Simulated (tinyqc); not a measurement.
Admittance spectroscopy and thermally stimulated current of one trap level in a depletion layer. From peak temperature T_p back to trap depth E_t below the band. Computed by tinyqc, a small Python program. Command: `OMP_NUM_THREADS=1 python tinyqc.py 3113763 3113764 out.jsonl admit inv`. One thread of a shared host (Intel(R) Xeon(R) Processor @ 2.30GHz), about 0.01 s of CPU time with the checks.

A Schottky junction on n-type material holds one donor-like electron trap; shallow donors are fully ionised and abrupt depletion edges are assumed.

Inputs (values chosen for the exercise, modelled on n-type GaN):
```
quantity                       value    unit
density-of-states mass m       0.208     m_0
shallow doping N             2.4e+15  1/cm^3
capture cross section sigma  1.2e-15    cm^2
test frequency f               30000      Hz
```

Constants: k_B = 1.380649e-23 J/K; m_0 = 9.1093837015e-31 kg; h = 6.62607015e-34 J s; k_B = 8.617333262e-05 eV/K.

Method:
- N_c = 2 (2 pi m k_B T/h^2)^(3/2), v_th = sqrt(3 k_B T/m), emission rate e_n = sigma v_th N_c exp(-E_t/(k_B T)).
- Where the level crosses the Fermi level capture equals emission, so the trap follows the signal with the rate 2 e_n; G/omega peaks at omega = 2 e_n (the correction for large N_t/N is left out).
- Solve 2 e_n(T_p) = 2 pi f.

Task: A run gave the result below. Find the trap depth E_t below the band, known to lie between 0.21 and 0.42 eV.

peak temperature T_p = 267.3186 K

Result:

Each step takes the trial c = (a f_b - b f_a)/(f_b - f_a), f being the result less the target and a, b, c the logarithms of the listed values; c replaces end b, the old b replaces a if the sign of f changed, and otherwise f_a is halved.

Scan of the range:
```
trap depth E_t below the band (eV)  peak temperature T_p (K)
0.210                                                192.299
0.236                                                212.720
0.265                                                235.190
0.297                                                259.659
0.333                                                286.832
0.374                                                317.379
0.420                                                351.212
```

False position (Illinois rule, in the logarithm of the input) inside the bracket:
```
step     end a     end b     trial  peak temperature T_p (K)
1     0.297000  0.333000  0.306734                   267.042
2     0.333000  0.306734  0.307087                   267.309
3     0.333000  0.307087  0.307112                   267.328
4     0.307087  0.307112  0.307100                   267.319
```

Peak temperature T_p rises at every point of a 13-point scan of the range (every second point is shown), so one value fits; it is bracketed by 0.297 and 0.333. Answer: trap depth E_t below the band = 0.3071 eV.
